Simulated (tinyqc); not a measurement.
# Energy and delay of logic against supply voltage, step by step

Computed by the program tinyqc: `OMP_NUM_THREADS=1 python tinyqc.py 2082094 2082095 out.jsonl`, one thread of a shared Intel Xeon 2.30GHz, about 0.01 s for the whole run. Printed values are rounded.

One expression serves below and above threshold: I(Vg) = Ik [ln(1 + exp((Vg - VT + dd V)/(al nf Vt)))]^al, with I_on = I(V) and I_off = I(0). Gate delay td = kd C V/I_on, clock period LD td. Per gate and cycle the switching energy is act C V^2 and the leakage energy I_off V LD td. No short-circuit current, no variation. Minima are sought above 0.09 V; below a few Vt gates no longer switch and the model has no meaning.

Parameters, values chosen for the exercise; values of the order met in logic technologies:

| symbol | value | unit | meaning |
|---|---|---|---|
| T | 358 | K | temperature |
| VT | 0.33 | V | threshold voltage at zero drain bias |
| nf | 1.17 |  | slope factor |
| dd | 0.02 |  | barrier lowering per volt of supply |
| Ik | 0.64 | uA | specific current of a gate |
| al | 1.71 |  | exponent of the current law |
| C | 2.2 | fF | load capacitance of a gate |
| kd | 0.8 |  | delay factor |
| LD | 40 |  | logic depth |
| act | 0.1 |  | activity factor |
| V | 0.68 | V | supply voltage |

Constants: q = 1.602176634e-19 C, kB = 1.380649e-23 J/K, Vt = kB T/q. Results are converted to the units shown.

## Currents, delay and energies

I_on, I_off, td, clock frequency 1/(LD td), both energies and their sum.

I_on = 13.2906 uA
I_off = 0.0993148 nA
td = 90.0483 ps
clock frequency = 0.277629 GHz
switching energy = 101.728 aJ
leakage energy = 0.243253 aJ
energy = 101.971 aJ

I_on/I_off = 1.34e5; leakage makes up 0.239 % of the energy.

## Starting value

V = 0.28 V.

V at the start = 0.28 V

## Iteration 1: new V

Minimum-energy supply: E(V) is the energy per gate and cycle; with h = 0.001 V, E' = (E(V + h) - E(V - h))/(2 h), E'' = (E(V - h) - 2 E(V) + E(V + h))/h^2, V(new) = V - E'/E''.

E' = 71.0614 aJ/V
E'' = 1366.51 aJ/V^2
V after iteration 1 = 0.227998 V

## Iteration 2: new V

As before.

E' = -27.0151 aJ/V
E'' = 2508.87 aJ/V^2
V after iteration 2 = 0.238766 V

## Course of the iteration

Stop when the step is below 1e-9 V, or after 40 iterations.

Course of the iteration:
```
iteration  V before the step (V)  step (V)
1                           0.28   -0.0520
2                       0.227998    0.0108
3                       0.238766   6.99e-4
4                       0.239465   2.82e-6
5                       0.239468  2.42e-11
```

Converged in 5 iterations. There leakage makes up 33.7 % of the energy and the clock runs at 2.91 MHz.
